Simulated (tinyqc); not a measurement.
Semiconductor laser, carrier and photon rate equations: two steps of the calculation.

Carrier density N and photon density S in one mode: dN/dt = F1 = eta I/(q V) - (A N + B N^2 + C N^3) - vg g S; dS/dt = F2 = G vg g S + G be B N^2 - S/tp, with g = g0 ln(N/Ntr)/(1 + ec S). Output power P = Fo Eph S V/(G tp). No heating, no carrier transport.

Parameters, values chosen for the exercise:

| symbol | value | unit | meaning |
|---|---|---|---|
| V | 3.2e-12 | cm^3 | active volume |
| G | 0.071 |  | confinement factor |
| vg | 7.49e9 | cm/s | group velocity |
| g0 | 1300 | 1/cm | gain coefficient |
| Ntr | 2.2e18 | cm^-3 | transparency density |
| ec | 1.6e-17 | cm^3 | gain compression |
| tp | 2.2 | ps | photon lifetime |
| A | 1.4e8 | 1/s | defect recombination coefficient |
| B | 8.8e-11 | cm^3/s | radiative coefficient |
| C | 8.1e-30 | cm^6/s | Auger coefficient |
| be | 0.00021 |  | share of spontaneous emission into the mode |
| eta | 0.93 |  | injection efficiency |
| I | 2.8 | mA | drive current |

Constants: q = 1.602176634e-19 C. Results are converted to the units shown.

Question 1. Threshold. gth = 1/(G vg tp), Nth = Ntr exp(gth/g0), Ith = q V (A Nth + B Nth^2 + C Nth^3)/eta. Above it S is near G tp eta (I - Ith)/(q V). Carrier lifetime at threshold Nth/(A Nth + B Nth^2 + C Nth^3).

Find: gth; Nth; Ith; estimate of S; carrier lifetime.

Answer 1.

gth = 854.75 1/cm
Nth = 4.2459e18 cm^-3
Ith = 1.5441 mA
estimate of S = 3.5585e14 cm^-3
carrier lifetime = 1.5159 ns

Question 2. Steady state by Newton steps. Jacobian, with a = g0/(N (1 + ec S)) and d = g/(1 + ec S): J11 = -(A + 2 B N + 3 C N^2) - vg a S, J12 = -vg d, J21 = G vg a S + 2 G be B N, J22 = G vg d - 1/tp. Solve J d = -F and add d to (N, S).

(N, S) at the start (Nth and the estimate of S): N (1e18 cm^-3) 4.246, S (1e15 cm^-3) 0.356

Give: F1, F2; J; (N, S) after iteration 1.

Answer 2.

F1, F2 (1e27 cm^-3/s): 0.011731  -8.8722e-4

J (1/ns):
```
	N	S
F1	-2.1372	-6330.0
F2	0.057646	-5.1186
```

(N, S) after iteration 1: N (1e18 cm^-3) 4.2611, S (1e15 cm^-3) 0.35275

tinyqc, about 0.01 s, one thread, Intel Xeon 2.30GHz (shared host): `OMP_NUM_THREADS=1 python tinyqc.py 2840001 2840002 out.jsonl`
